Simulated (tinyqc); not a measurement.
Nucleation and growth against temperature: classical nucleation, growth and JMAK kinetics of crystallisation from a melt or glass. Computed by tinyqc, a small Python program. Command: `OMP_NUM_THREADS=1 python tinyqc.py 3026859 3026860 out.jsonl nucl walk`. One thread of a shared host (Intel(R) Xeon(R) Processor @ 2.30GHz), about 0.01 s of CPU time with the checks.

A spherical nucleus with a sharp interface of isotropic energy gamma; lambda = Omega^(1/3) is the jump distance.

Inputs (values chosen for the exercise, for a model substance):
```
quantity                      value        unit
melting point T_m              1030           K
heat of melting per volume H   2910      J/cm^3
interface energy gamma        0.264       J/m^2
atomic volume Omega            12.3  angstrom^3
diffusion prefactor D0        2e-07       m^2/s
activation energy Q            0.87          eV
```

Nucleation: homogeneous. Driving force: Thompson-Spaepen.

Constants: k_B = 1.380649e-23 J/K; k_B = 8.617333262e-05 eV/K.

Method:
- Driving force per volume: dG = H [(T_m - T)/T_m] [2 T/(T_m + T)].
- Shape factor f = 1.
- W(r) = f [4 pi r^2 gamma - (4/3) pi r^3 dG]; r* = 2 gamma/dG; W* = f 16 pi gamma^3/(3 dG^2); n* = f (4/3) pi r*^3/Omega.
- D = D0 exp(-Q/(k_B T)); attachment rate k+ = (A*/lambda^2) D/lambda^2 with A* = 4 pi r*^2; Zeldovich factor Z = sqrt(W*/(3 pi k_B T))/n*; sites per volume N = 1/Omega; I = N Z k+ exp(-W*/(k_B T)); lag time = 1/(4 pi Z^2 k+).
- Growth (Wilson-Frenkel): u = (D/lambda) [1 - exp(-dG Omega/(k_B T))].
- JMAK with steady nucleation and growth, nuclei spread at random: extended fraction X_e = (pi/3) I u^3 t^4, X = 1 - exp(-X_e); t_X = [-3 ln(1 - X)/(pi I u^3)]^(1/4); final grains per volume = Gamma(5/4) (3/pi)^(1/4) (I/u)^(3/4), Gamma(5/4) = 0.9064024771.
- Grain size = (grains per volume)^(-1/3). Rows are kept where W*/(k_B T) < 70.

Rates:
```
T (K)  W*/(k_B T)  I (1/(m^3 s))     u (m/s)  t_0.5 (s)  grain size (micrometre)
515        46.081     2.5526e+13  2.1585e-06     7.1259                    17.69
566        45.634     2.2288e+14  1.1933e-05     1.1498                    15.78
618        47.409     1.6213e+14  4.9861e-05     0.4260                    24.43
670        51.853     6.4999e+12  1.6225e-04     0.3929                    73.32
721        59.918     5.7205e+09  4.2297e-04     1.1120                   540.90
```

Among these rows I peaks at 566 K, u at 721 K and the change is fastest at 670 K, between the two. Growth has no barrier W*, so it peaks nearer T_m than nucleation. The grain size goes as (u/I)^(1/4), from 18 micrometre at the lowest T to 540 at the highest.

Extremes, crossings and ranges named in words are read from the listed rows.
